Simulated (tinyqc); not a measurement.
What moves the results: Kane-Mele model of a buckled honeycomb layer in a normal field. A value that a table varies takes the place of the one given here.

Sublattices A and B lie at +/-b, so the field gives them the energies +/-D, D = e b Ez (in eV for b in angstrom and Ez in V/angstrom); 2 lam is the gap at zero field. Near the valleys tau = +/-1, for spin sz = +/-1: H = hbar v (tau qx sx + qy sy) + m sz_AB with m = D - tau sz lam, hbar v = (sqrt3/2) a t. On the lattice the spin-orbit term is the second-neighbour hopping i (lam/3 sqrt3) nu sz, nu = +/-1 by the sense of the turn. The filled band of one cone contributes tau sign(m)/2 to the Chern number, in the sense Omega = curl of i<u|grad u>. Rashba terms are left out.

Zigzag ribbon of N chains, sites A1, B1, A2, ...; k in 1/a. Bonds -2t cos(k/2) (A_n to B_n) and -t (B_n to A_(n+1)); diagonal +/-(D + 2 l2 sz sin k) on A and B; A_n to A_(n+1): -2 l2 sz sin(k/2), B_n to B_(n+1): the opposite; l2 = lam/(3 sqrt3).

Constants: kB = 8.617333262e-05 eV/K; hbar^2/2m0 = 3.80998211 eV angstrom^2.

Values chosen for the exercise (of the size used for stanene; the results hold for these values, not for the real material):
- a = 4.62 angstrom (lattice constant)
- t = 1.32 eV (hopping)
- lam = 0.075 eV (spin-orbit half gap)
- b = 0.41 angstrom (half the buckling height)
- Ez = 0.11 V/angstrom (normal field at the atoms, after screening; 0.01 is 1 MV/cm, and gates reach some 0.05)
- N = 20 (chains)

## Edge bands of a zigzag ribbon

The two middle levels for each spin, and the weight of the upper one on the half of the ribbon that holds A1.

Middle levels (meV):
```
k/pi  up, lower  up, upper  up, weight  down, lower  down, upper  down, weight
0.6    -313.023    313.023        0.57     -291.190      291.190          0.48
0.7    -120.046    120.046        0.91      -43.385       43.385          0.26
0.8     -95.921     95.921        1.00       -5.799        5.799          0.00
0.9     -71.795     71.795        1.00      -18.321       18.321          1.00
1.0     -45.057     45.057        1.00      -45.057       45.057          1.00
1.1     -18.321     18.321        1.00      -71.795       71.795          1.00
1.2      -5.799      5.799        0.00      -95.921       95.921          1.00
1.3     -43.385     43.385        0.26     -120.046      120.046          0.91
1.4    -291.190    291.190        0.48     -313.023      313.023          0.57
```

What does this show, and why?

For spin up the upper level changes from one edge to the other between k/pi = 1.1 and 1.2: the two edge bands cross there and each joins valence to conduction band. Spin down mirrors this about k = pi, so each edge carries a counter-moving pair. At k = pi the levels are -45.057 and 45.057 meV, with D = 45.100 meV and lam = 75 meV.

## Closing and reopening the gap

Ez = f lam/b. Gap 2 |D - lam|, second gap 2 (D + lam), Z2 index, and the temperature at which kB T equals the gap.

Against field:
```
f     Ez (V/angstrom)  gap (meV)  second gap (meV)  Z2  gap/kB (K)
0.00                0    150.000           150.000   1      1740.7
0.25           0.0457    112.500           187.500   1      1305.5
0.50           0.0915     75.000           225.000   1       870.3
0.75            0.137     37.500           262.500   1       435.2
0.90            0.165     15.000           285.000   1       174.1
1.10            0.201     15.000           315.000   0       174.1
1.50            0.274     75.000           375.000   0       870.3
2.00            0.366    150.000           450.000   0      1740.7
3.00            0.549    300.000           600.000   0      3481.4
```

What can be read from the table?

The gap closes at Ez = 0.1829 V/angstrom, 18.3 MV/cm at the atoms (the applied field must be larger by the screening), and is back at its zero-field size at twice that. At zero field it is 150.0 meV, above kB T at 300 K (25.9 meV).

## What each parameter does

Smaller and larger gap, hbar v, and the mass 2c|m|/(hbar v)^2 at the smaller gap, c = hbar^2/2m0. Each row changes one parameter from the base and keeps the others.

Results:
```
case                   smaller gap (meV)  larger gap (meV)  hbar v (eV angstrom)  mass (m0)
base                              59.800           240.200                5.2814    0.00817
a = 5.082 angstrom                59.800           240.200                5.8095    0.00675
t = 1.452 eV                      59.800           240.200                5.8095    0.00675
lam = 0.0825 eV                   74.800           255.200                5.2814    0.01022
Ez = 0.121 V/angstrom             50.780           249.220                5.2814    0.00694
```

How do the results move?

The largest shifts from the base row, up to three for each result and ties (the steps differ in size, so this ranks the rows, not the parameters). smaller gap (meV): lam +15.000, Ez -9.020; unchanged at the printed digits by a and t. larger gap (meV): lam +15.000, Ez +9.020; unchanged at the printed digits by a and t. hbar v (eV angstrom): a +0.5281, t +0.5281; unchanged at the printed digits by lam and Ez. mass (m0): lam +0.00205, a -0.00142, t -0.00142.

(tinyqc, `OMP_NUM_THREADS=1 python tinyqc.py 1451459 1451460 out.jsonl`, Intel(R) Xeon(R) Processor @ 2.30GHz, 1 thread, shared host, about 0.01 s.)
